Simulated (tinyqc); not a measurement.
Carrier lifetime of a p-type layer with SRH, radiative, Auger and surface recombination: lifetime against injection.

Uniform excess density dn = dp (no trapping), n = n0 + dn, p = p0 + dn, Boltzmann statistics, full ionisation. Surfaces enter as a rate 2 S dn/d, which holds while diffusion to them is fast.

ni = sqrt(Nc Nv) exp(-Eg/(2 Vt)), Eg in volts; majority density N/2 + sqrt(N^2/4 + ni^2), n0 p0 = ni^2; n1 = Nc exp(-Et/Vt), p1 = Nv exp((Et - Eg)/Vt); tn0 = 1/(sn vth Nt), tp0 = 1/(sp vth Nt). With e = n p - ni^2 = dn (n0 + p0 + dn): U_SRH = e/(tp0 (n + n1) + tn0 (p + p1)), U_rad = B e, U_Aug = (Cn n + Cp p) e, U_s = 2 S dn/d. Each tau is dn over its rate; tau = dn/U with U the sum.

Parameters, values chosen for the exercise; band and dielectric values close to those of cadmium telluride: temperature T = 300 K; band gap Eg = 1.48 eV; conduction-band density of states at T Nc = 8.01e17 cm^-3; valence-band density of states at T Nv = 1.84e19 cm^-3; radiative coefficient B = 2.01e-10 cm^3/s; acceptor density N = 8.9e15 cm^-3; Auger coefficient (two electrons) Cn = 2.8e-30 cm^6/s; Auger coefficient (two holes) Cp = 1.4e-30 cm^6/s; trap density Nt = 1.8e12 cm^-3; capture cross-section for electrons sn = 7e-14 cm^2; capture cross-section for holes sp = 4e-16 cm^2; thermal velocity (both carriers) vth = 2.3e7 cm/s; trap level below the conduction band Et = 1.01 eV; surface recombination velocity (both faces) S = 0 cm/s; sample thickness d = 30 um.

Constants: q = 1.602176634e-19 C, kB = 1.380649e-23 J/K, Vt = kB T/q. Results are converted to the units shown.

Lifetime against injection:
```
dn (cm^-3)	tau_SRH (s)	tau_rad (s)	tau_Aug (s)	tau (s)	radiative share (%)	largest path
1e11	3.4575e-7	5.5900e-7	0.0090172	2.1362e-7	38.214	SRH
1e12	3.5186e-7	5.5894e-7	0.0090136	2.1592e-7	38.631	SRH
1e13	4.1285e-7	5.5838e-7	0.0089772	2.3735e-7	42.507	SRH
1e14	1.0160e-6	5.5279e-7	0.0086266	3.5800e-7	64.761	radiative
1e15	6.4447e-6	5.0254e-7	0.0060630	4.6615e-7	92.759	radiative
1e16	3.2296e-5	2.6323e-7	9.7154e-4	2.6104e-7	99.165	radiative
1e17	5.5796e-5	4.5685e-8	2.1234e-5	4.5550e-8	99.704	radiative
1e18	6.0199e-5	4.9312e-9	2.3530e-7	4.8296e-9	97.939	radiative
1e19	6.0678e-5	4.9707e-10	2.3781e-9	4.1113e-10	82.711	radiative
```

Read the table: what changes, and by how much?

SRH recombination leads at dn = 1e11, radiative from 1e14 on. The total lifetime goes from 2.14e-7 through a maximum of 4.66e-7 (at dn = 1e15 among the rows listed) to 4.11e-10 s. tau_SRH goes from 3.46e-7 s (low-injection limit 3.45e-7 s) to 6.07e-5 s (high-injection limit tn0 + tp0 = 6.07e-5 s). Between the last two rows tau_rad goes as dn^(-1.00) and tau_Aug as dn^(-2.00); the radiative share goes from 38.2 through a maximum of 99.7 (at dn = 1e17 among the rows listed) to 82.7 %. For dn = 1e18, 1e19 the carriers are degenerate, where B and the Auger coefficients no longer stay constant.

tinyqc, about 0.01 s, one thread, Intel Xeon 2.30GHz (shared host): `OMP_NUM_THREADS=1 python tinyqc.py 2300066 2300067 out.jsonl`
